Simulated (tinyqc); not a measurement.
Plane-wave Kohn-Sham cycle with exchange-only LDA in a layered model solid, step by step. Computed by tinyqc, a small Python program that keeps every step. Settings: points = 16, plane-wave index or count = 2, electrons = 2, k points = 2, area = 11.0, mixing = 0.8, iteration cap = 55, Pulay depth = 3. Command: `OMP_NUM_THREADS=1 python tinyqc.py 22082 22083 out.jsonl` (the two numbers bound the seeds that draw the settings). One thread of a shared host (Intel(R) Xeon(R) Processor @ 2.60GHz), about 0.01 s of CPU time with the checks. Later iterations appear only in the table of the cycle.

## Iteration 1: potential

A solid whose potential varies along x alone (atomic units):
```
parameter                      value
period a                   11.400000
cross-section of the cell  11.000000
electrons per cell                 2
grid points                       16
plane waves -n..n, n               2
k points                           2
V1 in V1 cos(2 pi x/a)     -0.670000
V2 in V2 cos(4 pi x/a)     -0.230000
```

density at the start, on the grid x_j = j a/N (e/bohr^3): 0.01594896  0.01594896  0.01594896  0.01594896  0.01594896  0.01594896  0.01594896  0.01594896  0.01594896  0.01594896  0.01594896  0.01594896  0.01594896  0.01594896  0.01594896  0.01594896

V_H(G) = 4 pi rho(G)/G^2 for G != 0 (uniform background); v_x = -(3 rho/pi)^(1/3); V = V_ext + V_H + v_x; Fourier components f(G_m) = (1/N) sum_j f(x_j) exp(-i G_m x_j).

Potentials on the grid (hartree):
```
x              V_ext       V_H        v_x          V
0.000000   -0.900000  0.000000  -0.247876  -1.147876
0.712500   -0.781634  0.000000  -0.247876  -1.029510
1.425000   -0.473762  0.000000  -0.247876  -0.721638
2.137500   -0.093763  0.000000  -0.247876  -0.341639
2.850000    0.230000  0.000000  -0.247876  -0.017876
3.562500    0.419032  0.000000  -0.247876   0.171156
4.275000    0.473762  0.000000  -0.247876   0.225885
4.987500    0.456365  0.000000  -0.247876   0.208489
5.700000    0.440000  0.000000  -0.247876   0.192124
6.412500    0.456365  0.000000  -0.247876   0.208489
7.125000    0.473762  0.000000  -0.247876   0.225885
7.837500    0.419032  0.000000  -0.247876   0.171156
8.550000    0.230000  0.000000  -0.247876  -0.017876
9.262500   -0.093763  0.000000  -0.247876  -0.341639
9.975000   -0.473762  0.000000  -0.247876  -0.721638
10.687500  -0.781634  0.000000  -0.247876  -1.029510
```

V(G_m), m = 0, 1, 2, ... (hartree): -0.247876  -0.335000  -0.115000  0.000000  0.000000

## Iteration 1: Hamiltonian at one k

k = 0.250000 2 pi / a

H(m,m') = (k + G_m)^2/2 delta + V(G_m - G_m'), with V(-G) = V(G).

H (hartree):
```
           -2         -1         +0         +1         +2
-2   0.217277  -0.335000  -0.115000   0.000000   0.000000
-1  -0.335000  -0.162440  -0.335000  -0.115000   0.000000
+0  -0.115000  -0.335000  -0.238383  -0.335000  -0.115000
+1   0.000000  -0.115000  -0.335000  -0.010553  -0.335000
+2   0.000000   0.000000  -0.115000  -0.335000   0.521051
```

## Iteration 1: levels at that k

Diagonalise the Hermitian matrix.

eigenvalues (hartree): -0.807327  -0.183350  0.209341  0.420337  0.687951

## Iteration 1: new density

Motion across x is left out: the lowest 1 band(s) hold two electrons at each of the k points (j + 1/2)/nk - 1/2. Residual R = rho(out) - rho(in); rho(new) = rho(in) + 0.8 R. rho(out) = 2/(a A nk) sum |psi|^2 with psi = sum c exp(i G x). Harris energy E = band energy - dV sum rho (V_H/2 + v_x) + (3/4) dV sum rho v_x with rho(in), dV = a A/N, band energy = (2/nk) sum of the filled levels.

rho(out) (e/bohr^3): 0.06658427  0.05462681  0.02924603  0.00907632  0.00116113  0.00004396  0.00001511  0.00004877  0.00016291  0.00004877  0.00001511  0.00004396  0.00116113  0.00907632  0.02924603  0.05462681

density after iteration 1 (e/bohr^3): 0.05645721  0.04689124  0.02658662  0.01045085  0.00411869  0.00322496  0.00320188  0.00322881  0.00332012  0.00322881  0.00320188  0.00322496  0.00411869  0.01045085  0.02658662  0.04689124

energy per cell = -1.49071641 hartree

## Iteration 2: potential

As before.

Potentials on the grid (hartree):
```
x              V_ext        V_H        v_x          V
0.000000   -0.900000   1.050595  -0.377772  -0.227178
0.712500   -0.781634   0.926738  -0.355103  -0.209998
1.425000   -0.473762   0.611393  -0.293908  -0.156277
2.137500   -0.093763   0.225655  -0.215298  -0.083407
2.850000    0.230000  -0.130528  -0.157850  -0.058378
3.562500    0.419032  -0.414106  -0.145490  -0.140563
4.275000    0.473762  -0.616847  -0.145142  -0.288227
4.987500    0.456365  -0.738287  -0.145547  -0.427470
5.700000    0.440000  -0.778630  -0.146907  -0.485537
6.412500    0.456365  -0.738287  -0.145547  -0.427470
7.125000    0.473762  -0.616847  -0.145142  -0.288227
7.837500    0.419032  -0.414106  -0.145490  -0.140563
8.550000    0.230000  -0.130528  -0.157850  -0.058378
9.262500   -0.093763   0.225655  -0.215298  -0.083407
9.975000   -0.473762   0.611393  -0.293908  -0.156277
10.687500  -0.781634   0.926738  -0.355103  -0.209998
```

V(G_m), m = 0, 1, 2, ... (hartree): -0.215085  0.055659  -0.073796  0.008287  0.003721

## Iteration 2: Hamiltonian at one k

k = 0.250000 2 pi / a

As before.

H (hartree):
```
           -2         -1         +0         +1         +2
-2   0.250069   0.055659  -0.073796   0.008287   0.003721
-1   0.055659  -0.129648   0.055659  -0.073796   0.008287
+0  -0.073796   0.055659  -0.205592   0.055659  -0.073796
+1   0.008287  -0.073796   0.055659   0.022238   0.055659
+2   0.003721   0.008287  -0.073796   0.055659   0.553842
```

## Iteration 2: levels at that k

As before.

eigenvalues (hartree): -0.283560  -0.109443  0.050937  0.266981  0.565995

## Iteration 2: new density

B (overlaps of the stored error matrices):
```
                1               2
1   8.2098822e-03  -1.0302059e-02
2  -1.0302059e-02   1.6629068e-02
```

Motion across x is left out: the lowest 1 band(s) hold two electrons at each of the k points (j + 1/2)/nk - 1/2. Residual R = rho(out) - rho(in); rho(new) = rho(in) + 0.8 R; Pulay mixing then takes sum c_i of the stored mixed densities, with c from B_ij = sum R_i R_j as in DIIS. rho(out) = 2/(a A nk) sum |psi|^2 with psi = sum c exp(i G x). Harris energy E = band energy - dV sum rho (V_H/2 + v_x) + (3/4) dV sum rho v_x with rho(in), dV = a A/N, band energy = (2/nk) sum of the filled levels.

rho(out) (e/bohr^3): 0.00127269  0.00113802  0.00108861  0.00193634  0.00534190  0.01426077  0.02981914  0.04646072  0.05381971  0.04646072  0.02981914  0.01426077  0.00534190  0.00193634  0.00108861  0.00113802

DIIS coefficients: 0.592634  0.407366

density after iteration 2 (e/bohr^3): 0.03847299  0.03198061  0.01827701  0.00767604  0.00451733  0.00682145  0.01187624  0.01731776  0.01977756  0.01731776  0.01187624  0.00682145  0.00451733  0.00767604  0.01827701  0.03198061

energy per cell = -1.07156346 hartree

## Convergence

Stop when sqrt(dV sum R^2) is below 1e-8, dV = a A/N.

Course of the cycle:
```
iteration  E (hartree)  norm of the residual
1          -1.49071641              2.54e-01
2          -1.07156346              3.61e-01
3          -1.07799596              1.55e-01
4          -0.89465483              1.08e-01
5          -0.86474863              9.73e-02
6          -1.05054930              3.60e-01
7          -0.78864134              3.11e-02
8          -0.80924203              6.65e-02
9          -0.79422728              4.70e-02
10         -0.89431112              3.06e-01
11         -0.80109320              5.78e-02
12         -0.79249685              4.30e-02
13         -0.80463183              6.20e-02
14         -0.79515321              9.22e-02
15         -0.79166902              6.90e-02
16         -0.89012313              3.06e-01
17         -0.78663499              2.03e-02
18         -0.78601270              5.53e-03
19         -0.78595947              1.51e-03
20         -0.78595679              9.43e-04
21         -0.78595500              4.58e-05
22         -0.78595500              4.23e-07
23         -0.78595500              7.90e-09
```

Converged in 23 iterations. Before convergence this energy mixes input and output and is not variational, so it may rise towards its limit.
